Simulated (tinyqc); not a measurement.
Screening unbinds the donor: static screening by free carriers.

kF = (3 pi^2 n/Mv)^(1/3), EF = c kF^2/m with c = hbar^2/2m0, n in 1/angstrom^3 (1e-24 per 1/cm^3), e2 = e^2/(4 pi eps0). Thomas-Fermi: qTF^2 = 6 pi e2 n/(eps EF). Debye: qD^2 = 4 pi e2 n/(eps kB T).

F_j(eta) = (1/Gamma(j + 1)) integral_0^infinity x^j dx/(1 + exp(x - eta)), which tends to exp(eta) for eta << 0.

At finite T: qs^2 = qD^2 F_-1/2(eta)/F_1/2(eta), where n = Mv N F_1/2(eta) and N = 2 (m kB T/(4 pi c))^(3/2) with c = hbar^2/2m0, in 1/angstrom^3; times 1e24 for 1/cm^3.

Donor in the screened potential -(e2/eps) exp(-qs r)/r with the trial function exp(-r/a): E(a) = c/(m a^2) - (e2/eps) 4/(a (2 + qs a)^2), e2 = e^2/(4 pi eps0), c = hbar^2/2m0; isotropic mass.

Constants: hbar^2/2m0 = 3.80998211 eV angstrom^2; e^2/(4 pi eps0) = 14.39964547 eV angstrom; kB = 8.617333262e-05 eV/K; a0 (Bohr radius) = 0.5291772105 angstrom.

Values chosen for the exercise (near those of GaAs; shifted at random, so the results belong to these values and not to a real crystal):
```
symbol  value   unit  meaning
m       0.0664  m0    mass of one isotropic valley
Mv      1             valleys
eps     12.9          background dielectric constant
T       200     K
```

All carriers n are taken as free and screen with qs(T); E(a) is minimised over a; a dash marks no bound state. aB = a0 eps/m.

Donor level:
```
n (1/cm^3)  n^(1/3) aB  qs aB  E (meV)   a/aB
7.0e+12          0.020  0.008    -5.35  1.000
6.0e+13          0.040  0.023    -5.19  1.000
3.0e+14          0.069  0.051    -4.90  1.002
9.0e+14          0.099  0.088    -4.53  1.005
3.0e+15          0.148  0.160    -3.88  1.016
6.0e+15          0.187  0.226    -3.34  1.031
2.0e+16          0.279  0.409    -2.09  1.097
4.0e+16          0.352  0.570    -1.26  1.190
```

aB = 102.8 angstrom

How do the results move, and what explains it?

The level rises from -5.35 meV at the lowest density to -1.26 meV at 4e+16 1/cm^3, against -5.43 meV unscreened. It stays bound over this range. This trial function loses binding at qs aB = 1 and the exact Yukawa problem at 1.19; the Mott rule of thumb is n^(1/3) aB = 0.26, which the last bound row of this table passes: the rule belongs to low temperature, and thermal carriers screen more weakly.

Run: tinyqc, `OMP_NUM_THREADS=1 python tinyqc.py 1651558 1651559 out.jsonl`; Intel(R) Xeon(R) Processor @ 2.30GHz, one thread, shared host; about 0.01 s of CPU time with all checks.
